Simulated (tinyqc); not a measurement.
# Long-channel MOSFET, surface-potential model: what changes with what

n-channel transistor on a uniformly doped p-type body, gradual-channel approximation, constant mobility, Boltzmann statistics, full ionisation. Potentials are counted from the neutral body; V is the electron quasi-Fermi potential, Vsb at the source and Vsb + Vds at the drain. Charges are magnitudes per area.

Inputs (values chosen for the exercise); material values close to those of silicon: temperature T = 293 K; band gap Eg = 1.14 eV; relative permittivity of the semiconductor eps_r = 11.6; conduction-band density of states at T Nc = 2.69e19 cm^-3; valence-band density of states at T Nv = 2.52e19 cm^-3; acceptor density of the body Na = 7.7e17 cm^-3; relative permittivity of the gate insulator eox = 9.32; insulator thickness tox = 26 nm; flat-band voltage Vfb = -0.58 V; channel mobility mu = 150 cm^2/(V s); gate width W = 20 um; gate length L = 10 um; source-body reverse bias Vsb = 2 V; gate-source voltage Vgs = 3.6 V; drain-source voltage Vds = 2 V.

Constants: q = 1.602176634e-19 C, kB = 1.380649e-23 J/K, Vt = kB T/q, eps0 = 8.8541878128e-14 F/cm where lengths are in cm. Results are converted to the units shown.

Each table varies one quantity; the others keep the values above.

## Transfer curve from weak to strong inversion

ni = sqrt(Nc Nv) exp(-Eg/(2 Vt)), Eg in volts; phiF = Vt ln(Na/ni); Cox = eps0 eox/tox; gamma = sqrt(2 q eps0 eps_r Na)/Cox. The surface potential psi at channel potential V solves Vgs + Vsb - Vfb - psi = gamma sqrt(G), G = psi - Vt + Vt exp((psi - 2 phiF - V)/Vt). Charge sheet: Qi = Cox gamma [sqrt(G) - sqrt(psi - Vt)]; I = mu (W/L) [integral of Qi dpsi from psi_0 to psi_L (drift) + Vt (Qi0 - QiL) (diffusion)], with psi_0 at V = Vsb and psi_L at V = Vsb + Vds. Pao-Sah: Qi(V) = (Cox gamma/2) integral from 3 Vt to psi of exp((u - 2 phiF - V)/Vt)/sqrt(G(u, V)) du, and I = mu (W/L) integral of Qi dV from Vsb to Vsb + Vds. Square law: VT = Vfb + 2 phiF + gamma sqrt(2 phiF + Vsb), m = 1 + gamma/(2 sqrt(2 phiF + Vsb)), I = mu Cox (W/L) [(Vgs - VT) v - m v^2/2] with v the smaller of Vds and (Vgs - VT)/m, and zero below VT. gm = dI/dVgs of the charge-sheet current.

Result of one run:
```
Vgs (V),"I, charge sheet (uA)","I, Pao-Sah (uA)",drift share (%),gm/I (1/V),"I, square law (uA)"
3.08,0.01495,0.01502,7.239,24.98,0
```

What becomes of these results when the gate-source voltage Vgs is changed from 3.08 to 3.61 V, all else the same?

Result of the changed run:
```
Vgs (V),"I, charge sheet (uA)","I, Pao-Sah (uA)",drift share (%),gm/I (1/V),"I, square law (uA)"
3.61,5.615,5.649,83.79,4.411,8.082
```

The whole series:
```
Vgs (V),"I, charge sheet (uA)","I, Pao-Sah (uA)",drift share (%),gm/I (1/V),"I, square law (uA)"
2.91,1.688e-4,1.695e-4,0.09418,26.74,0
3.08,0.01495,0.01502,7.239,24.98,0
3.26,0.4434,0.4459,53.71,12.51,0.7136
3.44,2.254,2.267,75.66,6.602,3.506
3.61,5.615,5.649,83.79,4.411,8.082
3.78,10.70,10.76,87.98,3.281,14.54
3.96,18.03,18.13,90.62,2.571,23.43
4.13,26.82,26.97,92.25,2.130,33.77
4.31,38.14,38.36,93.46,1.802,46.77
```

The charge-sheet current rises from 1.69e-4 to 38.1 uA. In the first row gm/I is 26.7 1/V, a swing of 86.1 mV a decade, against Vt ln 10 = 58.1 mV a decade for an ideal gate; in the last it is 1.80 1/V. Drift passes half of the current at Vgs = 3.26 V among the rows listed (VT = 3.11 V). The charge sheet departs most from Pao-Sah at Vgs = 3.61 V, where it is 0.60 % below it. In the last row the square law is 22 % above Pao-Sah. For Vgs = 3.44 to 4.31 V the surface electron density at the source passes 0.3 Nc, where degeneracy and quantisation, left out here, matter.

## Effect of the insulator thickness

VT = Vfb + 2 phiF + gamma sqrt(2 phiF + Vsb), m = 1 + gamma/(2 sqrt(2 phiF + Vsb)). The swing is 20 mV/log10[I(VT - 0.14 V)/I(VT - 0.16 V)] of the charge-sheet current at the given Vds.

Effect of the insulator thickness:
```
tox (nm),gamma (V^0.5),VT (V),m,swing (mV/decade),"I at Vgs, Vds (uA)"
8.7,0.5307,1.296,1.154,67.68,567.7
12,0.7320,1.642,1.213,71.19,279.7
16,0.9761,2.062,1.284,75.46,119.2
21,1.281,2.587,1.372,80.81,34.70
29,1.769,3.427,1.514,89.45,0.5395
```

As tox goes from 8.7 to 29 nm, VT rises from 1.30 to 3.43 V, the swing rises from 67.7 to 89.4 mV a decade and the current falls from 568 to 0.539 uA. The swing is 0.86 % above m Vt ln 10 in the first row and 1.6 % above it in the last. For tox = 8.7 to 21 nm the surface electron density at the source passes 0.3 Nc, where degeneracy and quantisation, left out here, matter.

## Effect of the source-body reverse bias

Same model as above.

The same in every row: gamma (V^0.5) = 1.586.

Result of one run:
```
Vsb (V),VT (V),m,swing (mV/decade),"I at Vgs, Vds (uA)"
1,2.604,1.566,93.23,24.06
```

What becomes of these results when the source-body reverse bias Vsb is changed from 1 to 1.25 V, all else the same?

Result of the changed run:
```
Vsb (V),VT (V),m,swing (mV/decade),"I at Vgs, Vds (uA)"
1.25,2.741,1.533,90.99,17.77
```

The whole series:
```
Vsb (V),VT (V),m,swing (mV/decade),"I at Vgs, Vds (uA)"
0,1.938,1.808,110.8,64.43
0.25,2.128,1.720,104.1,51.58
0.5,2.300,1.656,99.48,40.76
0.75,2.458,1.606,95.98,31.67
1,2.604,1.566,93.23,24.06
1.25,2.741,1.533,90.99,17.77
1.5,2.871,1.505,89.14,12.63
```

As Vsb goes from 0 to 1.5 V, VT rises from 1.94 to 2.87 V, the swing falls from 111 to 89.1 mV a decade and the current falls from 64.4 to 12.6 uA. The swing is 5.4 % above m Vt ln 10 in the first row and 1.8 % above it in the last. In every row the surface electron density at the source passes 0.3 Nc, where degeneracy and quantisation, left out here, matter.

Program tinyqc, `OMP_NUM_THREADS=1 python tinyqc.py 2360074 2360075 out.jsonl`; Intel Xeon 2.30GHz, shared host, one thread, about 0.04 s.
